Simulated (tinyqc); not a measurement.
Solute along a frozen bar: binary melting diagram from solution models of liquid and solid. Computed by tinyqc, a small Python program. Command: `OMP_NUM_THREADS=1 python tinyqc.py 3007101 3007102 out.jsonl melt walk`. One thread of a shared host (Intel(R) Xeon(R) Processor @ 2.30GHz), about 0.01 s of CPU time with the checks.

x is the fraction of B. In a phase with interaction L: mu_A = G_A + R T ln(1 - x) + L x^2, mu_B = G_B + R T ln x + L (1 - x)^2. Melting: G(liquid) - G(solid) = H (1 - T/T_m) for each pure component.

Inputs (values chosen for the exercise, modelled on Si-Ge):
```
quantity,value,unit
melting point T_A,1687,K
melting point T_B,1211,K
heat of melting H_A,49.2,kJ/mol
heat of melting H_B,36.9,kJ/mol
liquid interaction L_L,5.5,kJ/mol
solid interaction L_S,3.2,kJ/mol
dilute content c0 of B,0.0012,-
growth number V delta/D,2.2,-
```

Diagram: complete solid solution (lens).

Constants: R = 8.314462618 J/(mol K).

Method. At T_A, k0 = exp[(dG_B(T_A) + L_L - L_S)/(R T_A)]; van 't Hoff: m_L = -R T_A^2 (1 - k0)/H_A per unit fraction. Burton-Prim-Slichter: k_eff = k0/[k0 + (1 - k0) exp(-V delta/D)]. Freezing range of c0: |m_L| c0 |1 - k0|/k0. For the solid at frozen fraction f, relative to c0. Lever rule: k0/[1 - (1 - k0) f]. Scheil (no diffusion in the solid, mixed liquid): k (1 - f)^(k - 1), with k0 and with k_eff. One zone pass with a zone a tenth of the bar long: 1 - (1 - k0) exp(-10 k0 f).

partition coefficient k0 = 0.418922

effective coefficient k_eff = 0.866782

Ratio c_s/c0:
```
f,lever rule,"Scheil, k0","Scheil, k_eff",one zone pass
0.0,0.41892,0.4189,0.8668,0.41892
0.1,0.44477,0.4454,0.8790,0.61779
0.3,0.50737,0.5154,0.9090,0.83464
0.5,0.59048,0.6267,0.9506,0.92846
0.7,0.70615,0.8433,1.0176,0.96905
0.8,0.78283,1.0673,1.0741,0.97964
0.9,0.87819,1.5967,1.1780,0.98661
```

What follows from these numbers?

All but the k_eff column start at k0 = 0.419. At f = 0.9 Scheil gives 1.60 against 0.878 for the lever rule, since the solid keeps what it took and the last liquid is richer in B. Scheil passes c0 at f = 0.776. Last over first value: 3.81 with k0 and 1.36 with k_eff, so faster growth gives the more even bar.
